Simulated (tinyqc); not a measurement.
A run and its error bars: classical Heisenberg spin chain: exact results, Metropolis, heat-bath and over-relaxation steps, and a Monte Carlo run. Computed by tinyqc, a small Python program. Command: `OMP_NUM_THREADS=1 python tinyqc.py 3130295 3130296 out.jsonl heismc walk`. One thread of a shared host (Intel(R) Xeon(R) Processor @ 2.30GHz), about 0.2 s of CPU time with the checks.

E = -J sum_i s_i . s_(i+1) for unit vectors s_i on an open chain; K = J/(k_B T).

Inputs (values chosen for the exercise, for a model chain of large moments):
```
quantity                    value  unit
coupling J                    -23   meV
temperature T                 608     K
moment mu                     6.1  mu_B
length N of the open chain     12     -
seed                        64087     -
```

Update: Metropolis.

Constants: k_B = 8.617333262e-05 eV/K; mu_B = 5.7883818060e-05 eV/T.

Method:
- Each bond angle is independent, so u = <s_i . s_(i+1)> = coth K - 1/K, <s_i . s_(i+n)> = u^n, correlation length xi = -1/ln|u|, energy per bond -J u, heat capacity per bond c/k_B = 1 - K^2/sinh^2 K, and for the long chain chi = mu^2 (1 + u)/(3 k_B T (1 - u)) per spin.
- For N spins, <|sum s|^2>/N = (1 + u)/(1 - u) - 2 u (1 - u^N)/(N (1 - u)^2); the long chain has (1 + u)/(1 - u), chi over the Curie value, and the difference is relative to it.
- From the ordered state (alternating for J < 0), with trial spins uniform on the sphere, 200 sweeps are discarded and 1600 recorded (even and odd sites in turn; random numbers not printed, so these rows are one sample). Errors are the scatter of block means over sqrt(number of blocks).

K = -0.438987

u = -0.144483

<|sum s|^2>/N = 0.765898

Blocking:
```
block length  mean bond product      error  <|sum s|^2>/N     error
1                      -0.14438  0.0042430        0.77144  0.014943
4                      -0.14438  0.0048221        0.77144  0.015169
16                     -0.14438  0.0048374        0.77144  0.017118
40                     -0.14438  0.0043462        0.77144  0.016858
80                     -0.14438  0.0053804        0.77144  0.019101
```

What follows from these numbers?

With blocks of 40 the bond product is 0.0 error bars from the exact u = -0.1445, and <|sum s|^2>/N is 0.3 from the exact 0.766. Blocking to 40 changes the two errors by factors 1.0 and 1.1. An error still rises at blocks of 80, so the bars may be too small. 81 % of the trial spins are accepted.
